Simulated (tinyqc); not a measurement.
Gamma, L and X subbands of a thin body with non-parabolic valleys, step by step. Values are carried at full precision from step to step, so a last printed digit may differ when a step is redone from the rounded ones.

Hard walls, flat band, c = hbar^2/2m0, energies from the bulk Gamma edge. For a valley at angle theta to the normal 1/m_z = cos^2/ml + sin^2/mt and m_d = sqrt(ml mt^2/m_z). Subband n starts at E_v + e with e (1 + a e) = c (n pi/t)^2/m_z, and its density-of-states mass is taken as m_d (1 + 2 a e), without further growth at higher in-plane energy. Groups are named by valley and degeneracy.

Constants: hbar^2/2m0 = 3.80998211 eV angstrom^2; kB = 8.617333262e-05 eV/K.

Parameters, chosen for this exercise (near those of a thin GaAs channel; shifted at random, so the results belong to these values and not to a real crystal): face = 100 (surface); mG = 0.0667 m0 (Gamma mass); aG = 0.57 1/eV (Gamma non-parabolicity); EL = 0.254 eV (L edge above Gamma); mL = (1.876, 0.072) m0 (L valleys (four, along <111>): ml, mt); EX = 0.401 eV (X edge above Gamma); mX = (1.312, 0.224) m0 (X valleys (three, along <100>): ml, mt); aS = 0.38 1/eV (non-parabolicity of L and X); t = 68 angstrom (body thickness); Ns = 10 x 1e12/cm^2 (sheet density); T = 300 K (temperature); eot = 10 angstrom (equivalent oxide thickness).

## Valley groups

List degeneracy, edge, m_z, m_d and a.

Groups:
```
group  g  E_v (eV)     m_z     m_d  a (1/eV)
G1     1     0.000  0.0667  0.0667      0.57
L4     4     0.254  0.1060  0.3029      0.38
X1     1     0.401  1.3120  0.2240      0.38
X2     2     0.401  0.2240  0.5421      0.38
```

## Subband edges

n = 1 to 8 for each group; list the ten lowest.

Subbands:
```
subband  g  E (eV)  DOS mass
G1 n=1   1  0.1145    0.0754
L4 n=1   4  0.3286    0.3201
G1 n=2   1  0.3976    0.0969
X1 n=1   1  0.4072    0.2251
X1 n=2   1  0.4256    0.2282
X2 n=1   2  0.4368    0.5569
X1 n=3   1  0.4556    0.2333
X1 n=4   1  0.4967    0.2403
L4 n=2   4  0.5317    0.3669
X2 n=2   2  0.5390    0.5990
```

The lowest subband is G1 n=1, 214 meV below L4 n=1; in the bulk the lowest valley is Gamma.

## Filling and quantum capacitance

n_i = g m/(2 pi c) kB T ln(1 + exp((EF - E_i)/kB T)), sum n_i = Ns (1e12/cm^2 = 1e-4/angstrom^2), c = hbar^2/2m0. Quantum capacitance Cq = 1602.176634 sum g m/(2 pi c) f_i in microfarad/cm^2 with f_i = 1/(1 + exp((E_i - EF)/kB T)); Cox = 34.5313/eot (one gate); C/Cox = Cq/(Cq + Cox), the centroid term left out.

Over the ten listed subbands, named by valley (G, L, X), degeneracy and number.

EF = 0.3003 eV

n_i in the order of the list (1e12/cm^2): [5.855, 3.991, 0.024, 0.039, 0.019, 0.061, 0.006, 0.001, 0.002, 0.001]

Cq = 27.48 microfarad/cm^2
Cox = 3.453 microfarad/cm^2
C/Cox = 0.888

EF lies 186 meV above the lowest edge; Gamma holds 59 % of the electrons. The density of states is ample: only 11 % of the gate capacitance is lost.

## Checks

- Cq against the slope dNs/dEF by finite differences, microfarad/cm^2: both 27.48.

Computed by tinyqc, a small Python program: `OMP_NUM_THREADS=1 python tinyqc.py 1282405 1282406 out.jsonl` (the numbers bound the seed that draws the inputs); one thread of a shared host (Intel(R) Xeon(R) Processor @ 2.30GHz), about 0.07 s for the whole set of steps.
